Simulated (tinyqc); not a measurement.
Inside a calculation. Method: geometry optimisation on the RHF/sto-6g surface (energies and gradients from PySCF), for H2, spin multiplicity 1. Computed by tinyqc, a small Python program that keeps every step (integrals from PySCF). Settings: charge = 0, multiplicity = 1, basis = sto-6g, optimiser = sd, first Hessian = 0.3, largest step = 0.5, iteration cap = 30. Command: `OMP_NUM_THREADS=1 python tinyqc.py 28190 28191 out.jsonl` (the two numbers bound the seeds that draw the settings). One thread of a shared host (Intel(R) Xeon(R) Processor @ 2.60GHz), about 0.9 s of CPU time with the checks.

positions at the start (bohr):
```
         x       y       z
1H  0.0000  0.0000  0.0000
2H  0.0000  0.0000  1.4626
```

Stop when the largest gradient component is below 3e-5 hartree/bohr.

Course of the optimisation:

| step | E (hartree) | largest gradient (hartree/bohr) |
|---|---|---|
| 1 | -1.122543 | 5.77e-02 |
| 2 | -1.099046 | 2.39e-01 |
| 3 | -1.088744 | 1.38e-01 |
| 4 | -1.099046 | 2.39e-01 |
| 5 | -1.088744 | 1.38e-01 |
| 6 | -1.099046 | 2.39e-01 |
| 7 | -1.088744 | 1.38e-01 |
| 8 | -1.099046 | 2.39e-01 |
| 9 | -1.088744 | 1.38e-01 |
| 10 | -1.099046 | 2.39e-01 |
| 11 | -1.088744 | 1.38e-01 |
| 12 | -1.099046 | 2.39e-01 |
| 13 | -1.088744 | 1.38e-01 |
| 14 | -1.099046 | 2.39e-01 |
| 15 | -1.088744 | 1.38e-01 |
| 16 | -1.099046 | 2.39e-01 |
| 17 | -1.088744 | 1.38e-01 |
| 18 | -1.099046 | 2.39e-01 |
| 19 | -1.088744 | 1.38e-01 |
| 20 | -1.099046 | 2.39e-01 |
| 21 | -1.088744 | 1.38e-01 |
| 22 | -1.099046 | 2.39e-01 |
| 23 | -1.088744 | 1.38e-01 |
| 24 | -1.099046 | 2.39e-01 |
| 25 | -1.088744 | 1.38e-01 |
| 26 | -1.099046 | 2.39e-01 |
| 27 | -1.088744 | 1.38e-01 |
| 28 | -1.099046 | 2.39e-01 |
| 29 | -1.088744 | 1.38e-01 |
| 30 | -1.099046 | 2.39e-01 |

Can the last value be used, and what does the course show?

Not by the stop rule. Not converged within 30 steps: the energy rises at some steps, so steps overshoot. Reruns: method bfgs, first Hessian 0.6, largest step 0.3: converged in 5 (E = -1.12622).
